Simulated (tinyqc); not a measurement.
Charge-trap memory cell: two steps of the calculation.

Channel, tunnel oxide, storage layer, blocking layer, gate. N electrons per area sit in a sheet at the centroid and shift the threshold by U = (q/eps0) N (tb/eb + xc tn/en). EOT = t1 + 3.9 (tn/en + tb/eb); tunnel field F = (Vg - U)/EOT; dN/dt = eta (J/q)(1 - N/Nm). Fowler-Nordheim: J = A F^2 exp(-B/F), A = q^2/(16 pi^2 hbar mo phi) (times 1e14 for A/cm^2 with F in V/nm, emitter mass m0), B = (4/3) sqrt(mo/C) phi^1.5, C = hbar^2/(2 m0).

Inputs (values chosen for the exercise); oxide values close to those of silicon dioxide, storage layer close to silicon nitride, blocking layer close to aluminium oxide:
```
symbol   value   unit                                                      meaning
phi       3.08     eV                                               tunnel barrier
mo         0.4     m0                                              tunnelling mass
t1           4     nm                              tunnel oxide (permittivity 3.9)
tn         6.1     nm                                                storage layer
en         7.3                                           its relative permittivity
tb        12.2     nm                                               blocking layer
eb           9                                           its relative permittivity
xc        0.34         charge centroid, share of tn counted from the blocking side
eta       0.81                                capture efficiency of an empty layer
Nm      1.7e13  cm^-2                                                 trap density
Vg        14.9      V            gate voltage less flat band and surface potential
d0      1.3e-7      s                                              first time step
gr         1.8                                                  growth of the step
n           10                                                               steps
```

Constants: q = 1.602176634e-19 C, hbar = 1.054571817e-34 J s, m0 = 9.1093837015e-31 kg, eps0 = 8.8541878128e-14 F/cm where lengths are in cm, hbar^2/(2 m0) = 0.0380998212 eV nm^2. Results are converted to the units shown.

Problem 1. Constants of the stack. EOT, the shift for 1e12 electrons per cm^2, the shift with all traps full, and the starting field, current and rate.

Find: EOT; shift for 1e12 cm^-2; shift with all traps full; F(0); J(0); dN/dt at the start.

Solution 1.

EOT = 12.55 nm
shift for 1e12 cm^-2 = 0.2967 V
shift with all traps full = 5.044 V
F(0) = 1.188 V/nm
J(0) = 0.5098 A/cm^2
dN/dt at the start = 2.577e18 cm^-2 s^-1

Problem 2. Midpoint steps of growing length. N(half) = N + (d/2) r(N), N(new) = N + d r(N(half)), r = dN/dt; the step starts at d0 and is multiplied by gr each time. Field in the blocking layer (3.9 F + q N/eps0)/eb.

Find: t; N; U; F; blocking field.

Solution 2.

```
step      t (s)  N (cm^-2)   U (V)  F (V/nm)  blocking field (V/nm)
0             0          0  0.0000    1.1877                0.51466
1     1.3000e-7  3.0856e11  0.0916    1.1804                0.51770
2     3.6400e-7  7.6374e11  0.2266    1.1696                0.52219
3     7.8520e-7  1.3780e12  0.4089    1.1551                0.52824
4     1.5434e-6  2.1333e12  0.6330    1.1372                0.53569
5     2.9080e-6  2.9893e12  0.8869    1.1170                0.54412
6     5.3645e-6  3.9027e12  1.1579    1.0954                0.55313
7     9.7861e-6  4.8389e12  1.4357    1.0732                0.56236
8     1.7745e-5  5.7740e12  1.7131    1.0511                0.57157
9     3.2071e-5  6.6932e12  1.9859    1.0294                0.58063
10    5.7858e-5  7.5874e12  2.2512    1.0082                0.58945
```

Range of the model: The Fowler-Nordheim form needs F t1 above phi; trap-assisted paths and leakage through the blocking layer are left out.

Computed by the program tinyqc: `OMP_NUM_THREADS=1 python tinyqc.py 2130002 2130003 out.jsonl`, one thread of a shared Intel Xeon 2.30GHz, about 0.04 s for the whole run.
